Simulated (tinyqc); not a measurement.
Comparisons within one model: temperature and isotope dependence of a band gap in oscillator models. A value that a table varies takes the place of the one given here.

E(T) = E0 - sum_i sl_i th_i n_i(T), n = 1/(exp(th/T) - 1). The same coupling lowers the gap at 0 K by the zero-point term ZP = sum_i sl_i th_i/2, so the gap of the static lattice is E0 + ZP. Thermal expansion is taken as part of the slopes.

Two-parameter forms are made to pass through the falls at the two temperatures T12: Varshni aV T^2/(T + bV), from the line T^2/fall = (T + bV)/aV; one oscillator s1 t1/(exp(t1/T) - 1), with t1 from the ratio of the falls.

Constants: kB = 8.617333262e-05 eV/K; hbar^2/2m0 = 3.80998211 eV angstrom^2.

Values chosen for the exercise (near those of Ge; shifted at random, so the results belong to these values and not to a real crystal):
```
symbol  value             unit   meaning
E0      0.739             eV     gap at 0 K
th      (97, 316)         K      temperatures of two oscillators
sl      (0.0978, 0.3272)  meV/K  their high-temperature slopes
T12     (200, 460)        K      temperatures of the fits
mm      0.43              m0     geometric mean of the density-of-states masses
T       400               K      temperature
```

## How far the fits carry

Falls of the gap from E0, and errors of the two fits against the model.

Results:
```
T (K)  fall (meV)  Varshni - model (meV)  one oscillator - model (meV)  fall/ZP
20           0.07                   0.59                         -0.07    0.001
50           1.78                   2.01                         -1.07    0.032
100         10.37                   2.83                         -1.04    0.184
200         42.02                   0.00                          0.00    0.744
300         80.23                  -1.74                          0.26    1.421
400        120.49                  -1.21                          0.15    2.135
600        203.20                   4.77                         -0.50    3.600
800        287.05                  14.76                         -1.39    5.086
```

Below the first fit point the largest errors are +2.83 meV (Varshni, 100 K, on a fall of 10.37 meV) and -1.07 meV (one oscillator, 50 K); a T^2 law cannot freeze out; a single oscillator misses the soft modes. At 800 K, beyond the second fit point, they are +14.8 and -1.4 meV, so the oscillator extrapolates better here. The thermal fall equals ZP between 200 and 300 K.

## What the shift does to the intrinsic density

ni = 2 (mm kT/(4 pi c))^(3/2) exp(-E/2kT), c = hbar^2/2m0, with E(T) and with E0; 1 angstrom^-3 = 1e24 cm^-3. Apparent gap from an Arrhenius plot of ni/T^(3/2): E(T) - T dE/dT, dE/dT = -sum sl_i (th_i/T)^2 n_i (1 + n_i).

Results:
```
T (K)  E(T) (eV)  ni (cm^-3)  ni with E(T) / ni with E0  apparent gap (eV)
200       0.6970    6.37e+09                      3.384             0.7695
250       0.6783    7.84e+11                      4.094             0.7741
300       0.6588    2.07e+13                      4.719             0.7774
350       0.6388    2.24e+14                      5.265             0.7799
400       0.6185    1.38e+15                      5.742             0.7817
500       0.5774    1.87e+16                      6.524             0.7844
700       0.4940    4.20e+17                      7.623             0.7875
```

Using E0 in place of E(T) understates ni by a factor that rises from 3.38 to 7.62, towards exp(sum sl/2kB) = 11.8. The slope of an Arrhenius plot returns neither E(T) nor E0 but the intercept of the tangent, 0.7774 eV at 300 K, which lies 38 meV above E0 and tends to the static gap 0.7954 eV.

## What each parameter does

Gap at T, slope -sum sl_i (th_i/T)^2 n_i (1 + n_i) and ZP. Each row changes one parameter from the base and keeps the others.

Results:
```
case                         E(T) (eV)  dE/dT (meV/K)  ZP (meV)
base                            0.6185        -0.4080     56.44
T = 440 K                       0.6021        -0.4109     56.44
E0 = 0.749 eV                   0.6285        -0.4080     56.44
th = (97, 379) K                0.6259        -0.4011     66.75
sl = (0.1271, 0.3272) meV/K     0.6082        -0.4372     57.86
```

The largest shifts from the base row, up to three for each result and ties (the steps differ in size, so this ranks the rows, not the parameters). E(T) (eV): T -0.0164, sl -0.0104, E0 +0.0100. dE/dT (meV/K): sl -0.0292, th +0.0069, T -0.0029; unchanged at the printed digits by E0. ZP (meV): th +10.31, sl +1.42; unchanged at the printed digits by T and E0.

Run: tinyqc, `OMP_NUM_THREADS=1 python tinyqc.py 1880148 1880149 out.jsonl`; Intel(R) Xeon(R) Processor @ 2.30GHz, one thread, shared host; about 0.01 s of CPU time with all checks.
